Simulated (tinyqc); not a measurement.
Worked calculation: Penn model of the dielectric constant and Phillips ionicity. Values are carried at full precision from step to step, so a last printed digit may differ when a step is redone from the rounded ones.

n = 32/a^3; Ep^2 = 8 pi c e2 n with c = hbar^2/2m0, e2 = e^2/(4 pi eps0); EF = c (3 pi^2 n)^(2/3); eps = 1 + (Ep/Eg)^2 S with S = 1 - Eg/(4 EF) + (Eg/(4 EF))^2/3, Eg the Penn gap. Core d shells are left out.

Constants: hbar^2/2m0 = 3.80998211 eV angstrom^2; e^2/(4 pi eps0) = 14.39964547 eV angstrom.

Parameters, chosen for this exercise (out of a larger set: near those of Si; not measured data): a = 5.424 angstrom (cubic lattice constant, 32 valence electrons a cell); ei = 11.91 (high-frequency dielectric constant).

## Valence electron gas

Evaluate n, Ep and EF.

n = 0.20054 1/angstrom^3
Ep = 16.628 eV
EF = 12.493 eV

## Penn gap from the dielectric constant

Start with S = 1 and repeat Eg = Ep sqrt(S/(ei - 1)) until Eg changes by less than 1e-6 eV.

Iterations:
```
step  Eg in (eV)       S  Eg out (eV)
1         5.0343  0.9026       4.7830
2         4.7830  0.9073       4.7954
3         4.7954  0.9071       4.7948
4         4.7948  0.9071       4.7948
5         4.7948  0.9071       4.7948
6         4.7948  0.9071       4.7948
```

Penn gap Eg = 4.795 eV

The factor S lowers the gap by 0.239 eV from the first estimate. The Penn gap is a mean bonding-antibonding separation, near the main peak of eps2, not the smallest gap.

## Homopolar and ionic parts

Phillips: bond length d = sqrt(3) a/4; homopolar gap Eh = 39.74 d^(-2.48) eV (d in angstrom); Eg^2 = Eh^2 + C^2; ionicity fi = C^2/Eg^2.

Split the gap; where Eg is below Eh or within 3 % of it, C is taken as zero.

d = 2.3487 angstrom
Eh = 4.782 eV
C = 0.00 eV
fi = 0.000

Eg/Eh = 1.003: the bond is covalent within the accuracy of the rule.

## Checks

- Penn gap by iteration against bisection (eV): both 4.795.

tinyqc: `OMP_NUM_THREADS=1 python tinyqc.py 1680581 1680582 out.jsonl`; about 0.01 s, one thread, shared Intel(R) Xeon(R) Processor @ 2.30GHz.
